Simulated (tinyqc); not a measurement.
Fully depleted semiconductor-on-insulator film with two gates, non-linear Poisson equation by Newton steps: one step of the calculation.

One dimension across the film, front interface at x = 0, back interface at x = ts. psi is counted from the intrinsic level, n = ni exp(psi/Vt) (source grounded), holes neglected, acceptors ionised. Gates act through Cox = eps0 eox/tox and Cbox = 3.9 eps0/tb with potentials G1 = Vg - (phiM - chi - Vt ln(Nc/ni)) and G2 = Vb - (phiB - chi - Vt ln(Nc/ni)). Classical Boltzmann densities, no interface charge, no depletion in the back plane.

Task. Density, residual and Jacobian diagonal. Nodes 0 to 8, h = ts/8, box widths w = h (h/2 at both ends), a = eps0 eps_r/h. F_i = a (psi_(i+1) - 2 psi_i + psi_(i-1)) - q w_i (n_i + Na); F_0 = a (psi_1 - psi_0) + Cox (G1 - psi_0) - q w_0 (n_0 + Na); F_8 = a (psi_7 - psi_8) + Cbox (G2 - psi_8) - q w_8 (n_8 + Na). Diagonal b_i = -2 a - q w_i n_i/Vt, with -a - Cox and -a - Cbox in place of -2 a at the ends.

Parameters, values chosen for the exercise; band and dielectric values close to those of germanium: temperature T = 250 K; relative permittivity of the gate insulator (close to silicon dioxide) eox = 3.9; insulator thickness tox = 2.3 nm; film thickness ts = 26 nm; buried-oxide thickness (eps_r 3.9) tb = 16 nm; acceptor density of the film Na = 2.1e17 cm^-3.

Constants: q = 1.602176634e-19 C, kB = 1.380649e-23 J/K, Vt = kB T/q, eps0 = 8.8541878128e-14 F/cm where lengths are in cm. Results are converted to the units shown.

psi at the start, node 0 to 8 (V): [0.2, 0.2, 0.2, 0.2, 0.2, 0.2, 0.2, 0.2, 0.2]
ni = 1.3391070e12 cm^-3
a = 4.3862284 uF/cm^2
G1 = 0.23611258 V
G2 = 0.12611258 V

Find: n; residual F; diagonal b.

Result.

```
node  n (cm^-3)  residual F (1e-8 C/cm^2)  diagonal b (F/cm^2)
0      1.441e16                     4.838            -5.905e-6
1      1.441e16                    -1.169            -8.807e-6
2      1.441e16                    -1.169            -8.807e-6
3      1.441e16                    -1.169            -8.807e-6
4      1.441e16                    -1.169            -8.807e-6
5      1.441e16                    -1.169            -8.807e-6
6      1.441e16                    -1.169            -8.807e-6
7      1.441e16                    -1.169            -8.807e-6
8      1.441e16                    -2.179            -4.619e-6
```

tinyqc, about 0.3 s, one thread, Intel Xeon 2.30GHz (shared host): `OMP_NUM_THREADS=1 python tinyqc.py 2190044 2190045 out.jsonl`
